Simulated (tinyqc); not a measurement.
Length of a molecular wire: coherent transport through a tight-binding bridge. Computed by the program tinyqc. T = Gamma_L Gamma_R |G_1n|^2 with the self-energies of semi-infinite chains.

A uniform bridge between two chains:

| parameter | value |
|---|---|
| site energy (eV) | 1.720000 |
| hopping in the bridge (eV) | 1.250000 |
| lead hopping (eV) | 2.020000 |
| couplings (eV) | 0.86, 0.84 |
| E (eV) | -0.150000 |

Transmission against length:

| sites | T | ln T |
|---|---|---|
| 2 | 1.6459e-01 | -1.804 |
| 4 | 4.6642e-01 | -0.763 |
| 5 | 1.4888e-01 | -1.905 |
| 6 | 1.3723e-01 | -1.986 |
| 7 | 3.5082e-01 | -1.047 |
| 8 | 8.1714e-01 | -0.202 |
| 9 | 1.8963e-01 | -1.663 |
| 10 | 1.2716e-01 | -2.062 |

Estimate the missing row, sites = 3.

Computed row:
```
sites           T    ln T
3      6.1489e-01  -0.486
```

E lies inside the band of the bridge (|E - e|/2h = 0.748 < 1): T does not decay but oscillates with length, between 0.127 and 0.817 here, as levels of the bridge pass E.
